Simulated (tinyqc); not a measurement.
Deformation potentials from a strained empirical pseudopotential, step by step. Values are carried at full precision from step to step, so a last printed digit may differ when a step is redone from the rounded ones.

Diamond lattice, no spin-orbit coupling. Atomic form factor V(q) = a1 (q^2 - a2)/(a3 exp(a4 q^2) - 1) in rydberg with q in 1/bohr, for the unstrained cell. Under a strain e the reciprocal vectors and k go over into (1 + e)^(-1) G, the atoms sit at +/- tau with tau = (1 + e) a (1,1,1)/8 - zeta a (eyz, ezx, exy)/4, and H(G,G') = c |k + G|^2 delta + (V(q)/det(1 + e)) cos(q.tau), q = G - G', with the term q = 0 left out; c = hbar^2/2m0. The basis is fixed before straining: all G with |k + G|^2 up to 16 (2 pi/a)^2. k is given in units of 2 pi/a of the unstrained cell.

Constants: a0 (Bohr radius) = 0.5291772105 angstrom; hbar^2/2m0 = 3.80998211 eV angstrom^2; Ry = 13.60569312 eV.

Parameters, chosen for this exercise (a germanium-sized cell with gaps well above those of Ge; not measured data): a = 5.657 angstrom (lattice constant); A = (0.395, 2.402, 2.082, 0.45) (a1 (Ry bohr^2), a2 (1/bohr^2), a3, a4 (bohr^2)); h = 0.005 (size of the test strain); kD = 0.82 2 pi/a (position of the Delta minimum); zeta = 0.61 (internal-strain parameter).

## Form factors, unstrained and under a volume change

q^2 = n (2 pi/a)^2 a0^2 for the shells n = 3, 8, 11; for e = h 1, q^2 is divided by (1 + h)^2 and V by (1 + h)^3. Last column: the change divided by the relative change of volume, (1 + h)^3 - 1.

Form factors:
```
n,q^2 (1/bohr^2),V (Ry),V expanded (Ry),dV/(dVol/Vol) (Ry)
3,1.03636,-0.23260,-0.23241,0.0128
8,2.76363,0.02296,0.02121,-0.1164
11,3.79999,0.05253,0.05130,-0.0817
```

## Gaps under a volume change

e = -h 1, 0, +h 1; gaps from the valence top to the s-like level at Gamma (level 5), and to level 5 at (kD,0,0) and (1/2,1/2,1/2).

Gaps (eV):
```
gap,e = -h,e = 0,e = +h
"Gamma, s-like",1.89369,1.75996,1.62738
Delta,1.12603,1.13961,1.15157
L,1.17494,1.13133,1.08735
```

## Hydrostatic deformation potentials

a = [E(+h) - E(-h)]/(3 ln((1 + h)/(1 - h))).

a of the gaps to Gamma, Delta, L (eV): -8.88  0.85  -2.92

Compression opens the Gamma gap, opens the L gap and closes the Delta gap. Only differences are defined here: the absolute shifts depend on the mean potential, which this model leaves out.

## Tetragonal strain

e = diag(-h/2, -h/2, h). Level 5 at (kD,0,0) and (0,0,kD), and levels 2 to 4 at Gamma, all from the mean of the three valence levels.

Delta x, Delta z (eV): 1.11994  1.17890

valence levels (eV): -0.04433  0.02217  0.02217

## Xu of the Delta valleys and b

For e = diag(-h/2, -h/2, h): E(Delta z) - E(Delta x) = Xu (ezz - exx), and without spin-orbit coupling E(Z) - E(X, Y) = 3 b (ezz - exx); Z is the single level, X and Y the pair.

Xu = 7.86 eV
b = -2.96 eV

Stretching along z raises the valleys on the z axis and lowers the Z valence state. One-sided differences carry an error of order h. A local potential fitted to band energies alone fixes these slopes only roughly; b tends to come out too large and Xu of L too small.

## Trigonal strain

exy = eyz = ezx = h, with the internal displacement. Level 5 at (1/2,1/2,1/2) and (1/2,-1/2,-1/2), and levels 2 to 4 at Gamma, from the mean of the three valence levels.

L [111], L [1-1-1] (eV): 1.25174  1.09027

valence levels (eV): -0.07289  0.03645  0.03645

## Xu of the L valleys and d

For the tensor strain exy = eyz = ezx = h: E(L [111]) - E(L [1-1-1]) = (8/3) Xu h, and E(single valence level) - E(pair) = 3 sqrt(3) d h. Find Xu and d.

Xu (L) = 12.11 eV
d = -4.21 eV

## Checks

- Level 5 at (kD,0,0) and (0,kD,0) under the tetragonal strain (eV): both 10.4183.

Run: tinyqc, `OMP_NUM_THREADS=1 python tinyqc.py 1850240 1850241 out.jsonl`; Intel(R) Xeon(R) Processor @ 2.30GHz, one thread, shared host; about 0.2 s of CPU time with all checks.
